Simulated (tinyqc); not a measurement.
Gamma, L and X subbands of a thin body with non-parabolic valleys, step by step. Values are carried at full precision from step to step, so a last printed digit may differ when a step is redone from the rounded ones.

Hard walls, flat band, c = hbar^2/2m0, energies from the bulk Gamma edge. For a valley at angle theta to the normal 1/m_z = cos^2/ml + sin^2/mt and m_d = sqrt(ml mt^2/m_z). Subband n starts at E_v + e with e (1 + a e) = c (n pi/t)^2/m_z, and its density-of-states mass is taken as m_d (1 + 2 a e), without further growth at higher in-plane energy. Groups are named by valley and degeneracy.

Constants: hbar^2/2m0 = 3.80998211 eV angstrom^2; kB = 8.617333262e-05 eV/K.

Values chosen for the exercise (near those of a thin GaAs channel; not measured data):
- face = 110 (surface)
- mG = 0.0676 m0 (Gamma mass)
- aG = 0.58 1/eV (Gamma non-parabolicity)
- EL = 0.293 eV (L edge above Gamma)
- mL = (1.832, 0.073) m0 (L valleys (four, along <111>): ml, mt)
- EX = 0.458 eV (X edge above Gamma)
- mX = (1.302, 0.224) m0 (X valleys (three, along <100>): ml, mt)
- aS = 0.36 1/eV (non-parabolicity of L and X)
- t = 84 angstrom (body thickness)
- Ns = 5.3 x 1e12/cm^2 (sheet density)
- T = 300 K (temperature)
- eot = 7 angstrom (equivalent oxide thickness)

## Valley groups

List degeneracy, edge, m_z, m_d and a.

Groups:
```
group  g  E_v (eV)     m_z     m_d  a (1/eV)
G1     1     0.000  0.0676  0.0676      0.58
L2     2     0.293  0.2028  0.2194      0.36
L2'    2     0.293  0.0730  0.3657      0.36
X2     2     0.458  0.3822  0.4134      0.36
X1     1     0.458  0.2240  0.5400      0.36
```

## Subband edges

n = 1 to 8 for each group; list the ten lowest.

Subbands:
```
subband  g  E (eV)  DOS mass
G1 n=1   1  0.0755    0.0735
G1 n=2   1  0.2723    0.0890
L2 n=1   2  0.3190    0.2235
L2' n=1  2  0.3642    0.3844
L2 n=2   2  0.3944    0.2354
X2 n=1   2  0.4719    0.4175
X1 n=1   1  0.4816    0.5492
L2 n=3   2  0.5122    0.2540
X2 n=2   2  0.5127    0.4297
G1 n=3   1  0.5402    0.1100
```

The lowest subband is G1 n=1, 197 meV below G1 n=2; in the bulk the lowest valley is Gamma.

## Filling and quantum capacitance

n_i = g m/(2 pi c) kB T ln(1 + exp((EF - E_i)/kB T)), sum n_i = Ns (1e12/cm^2 = 1e-4/angstrom^2), c = hbar^2/2m0. Quantum capacitance Cq = 1602.176634 sum g m/(2 pi c) f_i in microfarad/cm^2 with f_i = 1/(1 + exp((E_i - EF)/kB T)); Cox = 34.5313/eot (one gate); C/Cox = Cq/(Cq + Cox), the centroid term left out.

Over the ten listed subbands, named by valley (G, L, X), degeneracy and number.

EF = 0.2338 eV

n_i in the order of the list (1e12/cm^2): 4.864  0.195  0.176  0.053  0.010  0.001  0.000  0.000  0.000  0.000

Cq = 7.48 microfarad/cm^2
Cox = 4.933 microfarad/cm^2
C/Cox = 0.603

EF lies 158 meV above the lowest edge; Gamma holds 95 % of the electrons. The low density of states costs 40 % of the gate capacitance.

## Checks

- Cq against the slope dNs/dEF by finite differences, microfarad/cm^2: both 7.48.

(tinyqc, `OMP_NUM_THREADS=1 python tinyqc.py 1252324 1252325 out.jsonl`, Intel(R) Xeon(R) Processor @ 2.30GHz, 1 thread, shared host, about 0.05 s.)
